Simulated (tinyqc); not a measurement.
Cooling rate: nucleation and growth of vacancy voids in a cooling silicon-like crystal. Computed by tinyqc, a small Python program. Command: `OMP_NUM_THREADS=1 python tinyqc.py 3005552 3005553 out.jsonl voids walk`. One thread of a shared host (Intel(R) Xeon(R) Processor @ 2.30GHz), about 0.2 s of CPU time with the checks.

Spherical voids; vacancies are lost only to voids.

Inputs (values chosen for the exercise, close to those used for silicon): vacancy density at the melting point C_m = 4.9e+14 1/cm^3; formation energy E_f = 3.72 eV; melting point T_m = 1685 K; diffusion prefactor D0 = 0.0017 cm^2/s; migration energy E_m = 0.4 eV; site density rho = 5e+22 1/cm^3; void surface energy gamma = 0.857 J/m^2; cooling rate q = 4.5 K/min; ratio (V/G)/xi_c = 2.33; limit of the excess at high V/G = 1.5e+14 1/cm^3; temperature step = 0.25 K.

Vacancy supply: from V/G.

Constants: k_B = 8.617333262e-05 eV/K; k_B = 1.380649e-23 J/K.

Method:
- C = C_x (u - 1)/(u + 0.2) with u = (V/G)/xi_c, a form chosen for the exercise.
- C_e = C_m exp[-(E_f/k_B)(1/T - 1/T_m)]; D = D0 exp(-E_m/(k_B T)); f = k_B T ln(C/C_e); r* = 2 gamma/(rho f); W* = 16 pi gamma^3/(3 rho^2 f^2); Z = f/sqrt(12 pi W* k_B T); I = rho Z (4 pi r* D C) exp(-W*/(k_B T)).
- March down from 1500 K in steps dT, dt = dT/q, with values at the upper end of each step: a class of I dt voids is born with r*; then all classes grow by r^2 += 2 D (C - C_e) dt/rho; C falls by the vacancies added to voids. Stop at 1150 K. T_n is the T of the largest I, N the final count (classes under 1e-6 /cm^3 are dropped), and the mean radius the number average.

initial excess C = 7.88538e+13 1/cm^3

At fixed C:
```
q (K/min)  T_n (K)  N (1/cm^3)  mean radius (nm)
0.45       1402.75  4.8470e+04            196.95
1.10       1399.00  1.8122e+05            126.84
2.20       1395.75  5.0378e+05             90.17
4.50       1392.50  1.4474e+06             63.40
9.00       1389.00  4.0219e+06             45.07
18.00      1385.25  1.1172e+07             32.05
45.00      1380.00  4.3083e+07             20.42
```

What follows from these numbers?

Over the rows N goes as q^1.47 and the radius as q^-0.49, near the 3/2 and -1/2 of the scaling argument (depletion time 1/(4 pi N r D) equal to the time in the nucleation range, at fixed N r^3). T_n drops only 23 K for a factor 100 in q. Fast cooling gives many small voids, which an anneal can dissolve.

Extremes, crossings and ranges named in words are read from the listed rows.
